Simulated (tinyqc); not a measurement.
Inside a calculation. Method: RHF in the sto-6g basis, for BeH2, spin multiplicity 1. One step of it, computed by the program tinyqc.

Question. Iteration 1: building the Fock matrix. J_ij = sum D_kl (ij|kl), K_ij = sum D_kl (ik|jl); F = H + J - 0.5 K; E = tr D H + tr D J / 2 - 0.25 tr D K + E_nn.

D at the start, order 1Be 1s, 1Be 2s, 1Be 2px, 1Be 2py, 1Be 2pz, 2H 1s, 3H 1s:
$$\begin{pmatrix}
2.133882 & -0.509607 & 0.000000 & 0.005260 & -0.053932 & -0.017613 & -0.010310 \\
-0.509607 & 1.870568 & 0.000000 & -0.029275 & 0.226626 & 0.145712 & 0.112753 \\
0.000000 & 0.000000 & 0.000000 & 0.000000 & 0.000000 & 0.000000 & 0.000000 \\
0.005260 & -0.029275 & 0.000000 & 2.090317 & -0.005158 & -0.035450 & 0.061810 \\
-0.053932 & 0.226626 & 0.000000 & -0.005158 & 0.027488 & 0.017765 & 0.013692 \\
-0.017613 & 0.145712 & 0.000000 & -0.035450 & 0.017765 & 0.012121 & 0.008000 \\
-0.010310 & 0.112753 & 0.000000 & 0.061810 & 0.013692 & 0.008000 & 0.008941
\end{pmatrix}$$

core Hamiltonian H = T + V (hartree), order 1Be 1s, 1Be 2s, 1Be 2px, 1Be 2py, 1Be 2pz, 2H 1s, 3H 1s:
$$\begin{pmatrix}
-8.658437 & -2.039606 & 0.000000 & -0.000868 & -0.002751 & -0.441993 & -0.402071 \\
-2.039606 & -2.761582 & 0.000000 & -0.004713 & -0.023401 & -1.107013 & -1.052330 \\
0.000000 & 0.000000 & -2.253800 & 0.000000 & 0.000000 & 0.000000 & 0.000000 \\
-0.000868 & -0.004713 & 0.000000 & -2.451853 & -0.000451 & -1.187136 & 1.143237 \\
-0.002751 & -0.023401 & 0.000000 & -0.000451 & -2.255388 & -0.108875 & -0.104253 \\
-0.441993 & -1.107013 & 0.000000 & -1.187136 & -0.108875 & -2.088109 & -0.079323 \\
-0.402071 & -1.052330 & 0.000000 & 1.143237 & -0.104253 & -0.079323 & -2.048974
\end{pmatrix}$$

Two-electron integrals (ij|kl) in chemists' order, unique and non-zero (hartree):
```
(11|11) 2.299996    (21|11) 0.361879    (21|21) 0.071926    (22|11) 0.570332
(22|21) 0.139654    (22|22) 0.417773    (31|31) 0.015252    (32|31) 0.022555
(32|32) 0.092340    (33|11) 0.570332    (33|21) 0.139654    (33|22) 0.417773
(33|33) 0.450117    (41|41) 0.015252    (42|41) 0.022555    (42|42) 0.092340
(43|43) 0.024258    (44|11) 0.570332    (44|21) 0.139654    (44|22) 0.417773
(44|33) 0.401601    (44|44) 0.450117    (51|51) 0.015252    (52|51) 0.022555
(52|52) 0.092340    (53|53) 0.024258    (54|54) 0.024258    (55|11) 0.570332
(55|21) 0.139654    (55|22) 0.417773    (55|33) 0.401601    (55|44) 0.401601
(55|55) 0.450117    (61|11) 0.079710    (61|21) 0.015387    (61|22) 0.029763
(61|33) 0.029517    (61|41) 0.001517    (61|42) 0.002944    (61|44) 0.030248
(61|51) 0.000136    (61|52) 0.000264    (61|54) 0.000066    (61|55) 0.029523
(61|61) 0.003482    (62|11) 0.192152    (62|21) 0.047802    (62|22) 0.155738
(62|33) 0.149858    (62|41) 0.006641    (62|42) 0.039146    (62|44) 0.167356
(62|51) 0.000596    (62|52) 0.003515    (62|54) 0.001571    (62|55) 0.149999
(62|61) 0.011312    (62|62) 0.086627    (63|31) 0.004598    (63|32) 0.020955
(63|43) 0.006782    (63|53) 0.000609    (63|63) 0.007919    (64|11) 0.206124
(64|21) 0.051926    (64|22) 0.176765    (64|33) 0.166382    (64|41) 0.010729
(64|42) 0.060928    (64|44) 0.197388    (64|51) 0.000550    (64|52) 0.003589
(64|54) 0.002175    (64|55) 0.166523    (64|61) 0.012892    (64|62) 0.111851
(64|64) 0.149118    (65|11) 0.018507    (65|21) 0.004662    (65|22) 0.015871
(65|33) 0.014939    (65|41) 0.000550    (65|42) 0.003589    (65|44) 0.016505
(65|51) 0.004648    (65|52) 0.021277    (65|54) 0.006922    (65|55) 0.016170
(65|61) 0.001158    (65|62) 0.010043    (65|64) 0.012678    (65|65) 0.009057
(66|11) 0.359241    (66|21) 0.091182    (66|22) 0.331707    (66|33) 0.307812
(66|41) 0.014861    (66|42) 0.112644    (66|44) 0.378924    (66|51) 0.001334
(66|52) 0.010114    (66|54) 0.006385    (66|55) 0.308385    (66|61) 0.022322
(66|62) 0.234769    (66|64) 0.321702    (66|65) 0.028885    (66|66) 0.774999
(71|11) 0.072424    (71|21) 0.013987    (71|22) 0.027082    (71|33) 0.026858
(71|41) -0.001380   (71|42) -0.002688   (71|44) 0.027524    (71|51) 0.000123
(71|52) 0.000240    (71|54) -0.000059   (71|55) 0.026863    (71|61) 0.002867
(71|62) 0.008526    (71|64) 0.008902    (71|65) 0.000878    (71|66) 0.016046
(71|71) 0.002878    (72|11) 0.181546    (72|21) 0.045204    (72|22) 0.148110
(72|33) 0.142439    (72|41) -0.006267   (72|42) -0.037506   (72|44) 0.159318
(72|51) 0.000559    (72|52) 0.003348    (72|54) -0.001507   (72|55) 0.142574
(72|61) 0.008865    (72|62) 0.042794    (72|64) 0.044249    (72|65) 0.004887
(72|66) 0.085559    (72|71) 0.009742    (72|72) 0.079570    (73|31) 0.004257
(73|32) 0.019621    (73|43) -0.006426   (73|53) 0.000574    (73|63) 0.003032
(73|73) 0.007091    (74|11) -0.197116   (74|21) -0.049684   (74|22) -0.170001
(74|33) -0.160020   (74|41) 0.010096    (74|42) 0.058299    (74|44) -0.189827
(74|51) -0.000521   (74|52) -0.003453   (74|54) 0.002087    (74|55) -0.160155
(74|61) -0.009382   (74|62) -0.044928   (74|64) -0.044772   (74|65) -0.005055
(74|66) -0.088645   (74|71) -0.011214   (74|72) -0.103740   (74|74) 0.139371
(75|11) 0.017597    (75|21) 0.004435    (75|22) 0.015177    (75|33) 0.014286
(75|41) -0.000521   (75|42) -0.003453   (75|44) 0.015799    (75|51) 0.004303
(75|52) 0.019929    (75|54) -0.006561   (75|55) 0.015445    (75|61) 0.000917
(75|62) 0.004904    (75|64) 0.004999    (75|65) 0.003581    (75|66) 0.010013
(75|71) 0.001001    (75|72) 0.009261    (75|74) -0.011809   (75|75) 0.008146
(76|11) 0.013281    (76|21) 0.003220    (76|22) 0.009660    (76|33) 0.009464
(76|41) -4.84e-06   (76|42) -0.000036   (76|44) 0.010028    (76|51) 0.000076
(76|52) 0.000374    (76|54) -2.01e-06   (76|55) 0.009487    (76|61) 0.000691
(76|62) 0.003790    (76|64) 0.004409    (76|65) 0.000476    (76|66) 0.008580
(76|71) 0.000630    (76|72) 0.003650    (76|74) -0.004308   (76|75) 0.000459
(76|76) 0.000231    (77|11) 0.349516    (77|21) 0.088763    (77|22) 0.325196
(77|33) 0.301883    (77|41) -0.014160   (77|42) -0.109870   (77|44) 0.371269
(77|51) 0.001264    (77|52) 0.009808    (77|54) -0.006194   (77|55) 0.302436
(77|61) 0.017204    (77|62) 0.088470    (77|64) 0.090357    (77|65) 0.010309
(77|66) 0.178759    (77|71) 0.019746    (77|72) 0.224090    (77|74) -0.309626
(77|75) 0.027642    (77|76) 0.008580    (77|77) 0.774999
```

nuclear repulsion = 3.02837033 hartree

Give: Coulomb J; exchange K; Fock matrix F; total energy of this density.

Answer.

Coulomb J (hartree), order 1Be 1s, 1Be 2s, 1Be 2px, 1Be 2py, 1Be 2pz, 2H 1s, 3H 1s:
$$\begin{pmatrix}
6.8763 & 1.2716 & 0.0000 & -0.0001 & 0.0091 & 0.2776 & 0.2524 \\
1.2716 & 2.7926 & 0.0000 & 0.0010 & 0.0420 & 1.0309 & 0.9764 \\
0.0000 & 0.0000 & 2.7568 & 0.0000 & 0.0000 & 0.0000 & 0.0000 \\
-0.0001 & 0.0010 & 0.0000 & 2.8628 & 0.0001 & 1.1640 & -1.1140 \\
0.0091 & 0.0420 & 0.0000 & 0.0001 & 2.7583 & 0.1116 & 0.1061 \\
0.2776 & 1.0309 & 0.0000 & 1.1640 & 0.1116 & 2.1579 & 0.0658 \\
0.2524 & 0.9764 & 0.0000 & -1.1140 & 0.1061 & 0.0658 & 2.0997
\end{pmatrix}$$

exchange K (hartree), order 1Be 1s, 1Be 2s, 1Be 2px, 1Be 2py, 1Be 2pz, 2H 1s, 3H 1s:
$$\begin{pmatrix}
4.7091 & 0.7672 & 0.0000 & -0.0003 & 0.0069 & 0.1856 & 0.1695 \\
0.7672 & 1.0596 & 0.0000 & -0.0007 & 0.1167 & 0.4744 & 0.4458 \\
0.0000 & 0.0000 & 0.2429 & 0.0000 & 0.0000 & 0.0000 & 0.0000 \\
-0.0003 & -0.0007 & 0.0000 & 1.1192 & -0.0006 & 0.4888 & -0.4598 \\
0.0069 & 0.1167 & 0.0000 & -0.0006 & 0.2557 & 0.0567 & 0.0538 \\
0.1856 & 0.4744 & 0.0000 & 0.4888 & 0.0567 & 0.5246 & 0.0191 \\
0.1695 & 0.4458 & 0.0000 & -0.4598 & 0.0538 & 0.0191 & 0.4678
\end{pmatrix}$$

Fock matrix F (hartree), order 1Be 1s, 1Be 2s, 1Be 2px, 1Be 2py, 1Be 2pz, 2H 1s, 3H 1s:
$$\begin{pmatrix}
-4.1367 & -1.1516 & 0.0000 & -0.0009 & 0.0029 & -0.2572 & -0.2344 \\
-1.1516 & -0.4988 & 0.0000 & -0.0033 & -0.0397 & -0.3133 & -0.2989 \\
0.0000 & 0.0000 & 0.3815 & 0.0000 & 0.0000 & 0.0000 & 0.0000 \\
-0.0009 & -0.0033 & 0.0000 & -0.1487 & -0.0001 & -0.2675 & 0.2592 \\
0.0029 & -0.0397 & 0.0000 & -0.0001 & 0.3750 & -0.0257 & -0.0251 \\
-0.2572 & -0.3133 & 0.0000 & -0.2675 & -0.0257 & -0.1925 & -0.0231 \\
-0.2344 & -0.2989 & 0.0000 & 0.2592 & -0.0251 & -0.0231 & -0.1832
\end{pmatrix}$$

total energy of this density = -15.035233 hartree
